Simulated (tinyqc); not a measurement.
What moves the Fermi level: Fermi-Dirac statistics of conduction electrons.

Non-parabolic band E (1 + alpha E) = c k^2/m: n = Nc (2/sqrt(pi)) integral_0^infinity sqrt(x (1 + a x)) (1 + 2 a x) dx/(1 + exp(x - eta)) with a = alpha kT and eta = (EF - Ec)/kT; a = 0 gives n = Nc F_1/2(eta).

Constants: hbar^2/2m0 = 3.80998211 eV angstrom^2; kB = 8.617333262e-05 eV/K.

Values chosen for the exercise (near those of Si, lowest valleys alone; not measured data): m = 1.0987 m0 (density-of-states mass of the conduction band); T = 77 K; n = 1.1e+19 1/cm^3 (electron density); alpha = 0.5 1/eV (non-parabolicity).

N = 2 (m kB T/(4 pi c))^(3/2) with c = hbar^2/2m0, in 1/angstrom^3; times 1e24 for 1/cm^3.

Results for these values:
```
case,parabolic EF - Ec (meV),non-parabolic EF - Ec (meV)
base,13.73,13.50
```

What happens to each result for n = 5.5e+18 1/cm^3, all else kept?

Answer: parabolic EF - Ec falls from 13.73 to 5.89; non-parabolic EF - Ec falls from 13.50 to 5.74.

The same for each parameter in turn:
```
case,parabolic EF - Ec (meV),non-parabolic EF - Ec (meV)
base,13.73,13.50
m = 1.2086 m0,11.93,11.72
T = 52 K,15.27,15.09
n = 5.5e+18 1/cm^3,5.89,5.74
alpha = 0.75 1/eV,13.73,13.38
```

tinyqc: `OMP_NUM_THREADS=1 python tinyqc.py 1682140 1682141 out.jsonl`; about 0.01 s, one thread, shared Intel(R) Xeon(R) Processor @ 2.30GHz.
